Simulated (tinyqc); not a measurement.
# From temperature coefficient back to residual resistivity rho_0

Model: Bloch-Grueneisen resistivity of a metal. Computed by tinyqc, a small Python program. Command: `OMP_NUM_THREADS=1 python tinyqc.py 3023154 3023155 out.jsonl bg inv`. One thread of a shared host (Intel(R) Xeon(R) Processor @ 2.30GHz), about 0.02 s of CPU time with the checks.

Electrons scatter from a Debye spectrum of phonons (n = 5 for scattering within one band, n = 3 for scattering into a second, heavy band) and from static defects.

Inputs (values chosen for the exercise, modelled on platinum):
```
quantity                      value  unit
exponent n                        5     -
Debye temperature Theta         212     K
transport coupling lambda_tr   0.42     -
Drude plasma energy hbar w_p    6.7    eV
temperature T                   200     K
```

Addition: none.

Constants: k_B = 1.380649e-23 J/K; hbar = 1.054571817e-34 J s; eps_0 = 8.8541878128e-12 F/m; hbar = 6.582119569e-16 eV s; k_B = 8.617333262e-05 eV/K.

Method:
- J_n(y) = int_0^y x^n e^x/(e^x - 1)^2 dx, by 96 Gauss-Legendre points (upper limit at most 60).
- rho_ph = (n - 1) rho_1 (T/Theta)^n J_n(Theta/T), with rho_1 = 2 pi lambda_tr k_B Theta/(hbar eps_0 w_p^2), the high-temperature line at T = Theta.
- Matthiessen's rule: rho = rho_0 + rho_ph.
- Temperature coefficient (1/rho) d rho/dT by a central difference of +/- 0.5 K; residual ratio rho(295 K)/rho(4.2 K); scattering time tau = 1/(eps_0 w_p^2 rho); Wiedemann-Franz kappa = L_0 T/rho, L_0 = (pi^2/3)(k_B/e)^2.

Task: A run gave the result below. Find the residual resistivity rho_0, known to lie between 1.8 and 4 microohm cm.

temperature coefficient = 4.361197 1e-3/K

Result:

Each step takes the trial c = (a f_b - b f_a)/(f_b - f_a), f being the result less the target and a, b, c the logarithms of the listed values; c replaces end b, the old b replaces a if the sign of f changed, and otherwise f_a is halved.

Scan of the range:
```
residual resistivity rho_0 (microohm cm)  temperature coefficient (1e-3/K)
1.80                                                               4.47366
2.06                                                               4.34641
2.35                                                               4.21275
2.68                                                               4.07033
3.07                                                               3.91394
3.50                                                               3.75488
4.00                                                               3.58545
```

False position (Illinois rule, in the logarithm of the input) inside the bracket:
```
step    end a    end b    trial  temperature coefficient (1e-3/K)
1     1.80000  2.06000  2.02795                           4.36170
2     2.06000  2.02795  2.02900                           4.36120
3     2.06000  2.02900  2.02900                           4.36119
4     2.02900  2.02900  2.02900                           4.36120
```

Temperature coefficient falls at every point of a 13-point scan of the range (every second point is shown), so one value fits; it is bracketed by 1.80 and 2.06. Answer: residual resistivity rho_0 = 2.029 microohm cm.
